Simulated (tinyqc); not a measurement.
Inside a calculation. Model: Landau-Devonshire theory of a uniaxial ferroelectric. Computed by tinyqc, a small Python program that keeps every step. Command: `OMP_NUM_THREADS=1 python tinyqc.py 3030299 3030300 out.jsonl ferro walk`. One thread of a shared host (Intel(R) Xeon(R) Processor @ 2.30GHz), about 0.01 s of CPU time with the checks. Intermediate numbers are printed to about 6 digits and carried at full precision; extremes and crossings named in words are read from the listed rows.

G(P) = (alpha/2) P^2 + (beta*/4) P^4 + (gamma/6) P^6 - E P per volume, SI units, one domain, P along the polar axis.

Inputs (values chosen for the exercise, for a model ferroelectric): alpha_0 = 1.66e+06 J m/(C^2 K); Curie-Weiss temperature T0 = 790 K; beta = 5.28e+08 J m^5/C^4; gamma = 2.45e+09 J m^9/C^6; temperature T = 604 K; applied field E = 24 MV/m; film thickness d = 4.8 nm; screening length lambda = 0.0067 nm; background permittivity eps_b = 5; gradient coefficient g = 8.4e-10 J m^3/C^2; series capacitance C_d = 5.1 microfarad/cm^2; start of Newton steps P0/Ps = 1.

Sample: free crystal.

Constants: eps_0 = 8.8541878128e-12 F/m.

## Coefficients at T

alpha = alpha_0 (T - T0*), T0* = T0, beta* = beta.

T0* = 790 K

alpha = -3.08760e+08 J m/C^2

beta* = 5.28e+08 J m^5/C^4

beta* > 0: the transition is of second order.

## Spontaneous polarisation, susceptibility, coercive field

Ps^2 = [-beta* + sqrt(beta*^2 - 4 alpha gamma)]/(2 gamma). chi = 1/(eps_0 G''), G'' = alpha + 3 beta* P^2 + 5 gamma P^4 at Ps. Ps, chi and the coercive field are for perfect screening, without a depolarising field. The intrinsic coercive field is |alpha P + beta* P^3 + gamma P^5| at the P_c where G'' = 0. 1 C/m^2 = 100 microcoulomb/cm^2.

spontaneous polarisation Ps = 51.3067 microcoulomb/cm^2

susceptibility chi = 118.008

well depth G(Ps) = -24.0435 MJ/m^3

P_c = 32.6753 microcoulomb/cm^2

intrinsic coercive field = 73.3425 MV/m

P_c/Ps = 0.637, above the 0.577 of a quartic well, as the sixth-order term matters. Real switching runs by domain nucleation at far lower fields.

## Polarisation in the field by Newton steps

Solve G'(P) = alpha P + beta* P^3 + gamma P^5 - E = 0 by P(new) = P - G'/G'' from P0; stop when the step is below 1e-11 C/m^2 (G' under 1e-6 MV/m is shown as 0).

Newton steps:
```
step  P (microcoulomb/cm^2)     G' (MV/m)  G'' (MJ m/C^2)
1                   51.3067  -2.40000e+01          957.06
2                   53.8144   2.70440e+00         1177.34
3                   53.5847   2.45520e-02         1156.00
4                   53.5825   2.08318e-06         1155.81
5                   53.5825             0         1155.81
```

P at the end of the steps = 53.5825 microcoulomb/cm^2

1/(eps_0 G'') there = 97.7161

The linear estimate Ps + eps_0 chi E gives 53.814; the field lowers chi by 17.2 %.

## The 180-degree wall

With the term (g/2) (dP/dx)^2, (g/2) P'^2 = G(P) - G(Ps) across the wall: energy = int_(-Ps)^(Ps) sqrt(2 g [G(P) - G(Ps)]) dP (40 Gauss-Legendre points); width = 2 Ps over the slope at P = 0, sqrt(2 |G(Ps)|/g). Elastic coupling inside the wall is left out.

wall energy = 141.617 mJ/m^2

wall width = 4.28874 nm

## A capacitor with imperfect screening

Between shorted electrodes with screening length lambda each, the depolarising field is -k P, k = 2 lambda/(eps_0 (d + 2 lambda eps_b)), so alpha turns into alpha + k. The polar state is the lowest uniform state while alpha + k < 0 (beta* > 0) or < 3 beta*^2/(16 gamma) (beta* < 0); setting the equality gives the critical thickness d_c.

depolarising coefficient k = 3.10953e+08 J m/C^2

polarisation of the film = 0 microcoulomb/cm^2

size of the depolarising field = 0 MV/m

critical thickness d_c = 4.83457 nm

The film is thinner than d_c, so the uniform polar state is not the lowest one; a real film may break into domains or be non-polar.

## Thickness series

Domains are left out, though they can pre-empt both the loss of P and the state at P = 0. The second and third columns are for the shorted capacitor, polar only where it is the lowest uniform state: alpha + k < 0 (beta* > 0) or < 3 beta*^2/(16 gamma) (beta* < 0). The last column is another circuit, the film in series with C_d at P = 0: 1/C = (alpha d)/(1 + alpha eps_0 eps_b) + 1/C_d, and P = 0 is locally stable while 1/C > 0; a dash marks the rest.

Against thickness:
```
d (nm)  P (microcoulomb/cm^2)  depolarising field (MV/m)  C of the stack / C_d
1                      0.0000                     0.0000                1.0162
2                      0.0000                     0.0000                1.0330
3                      0.0000                     0.0000                1.0503
5                     13.2843                    39.6773                1.0867
8                     37.3300                    70.0328                1.1464
15                    45.0678                    45.2685                1.3149
30                    48.4180                    24.3710                1.9192
60                    49.9108                    12.5752               23.7525
150                   50.7590                     5.1190                     -
```

The polar state appears between 3 and 5 nm (d_c = 4.83 nm), and at 150 nm P is 98.9 % of Ps. The stack exceeds C_d wherever it is stable, up to 23.8 times: the ferroelectric held at P = 0 acts as a negative capacitance.

Checks made by the program: Ps against a numerical root of G'(P)/P (relative difference below 1e-10).
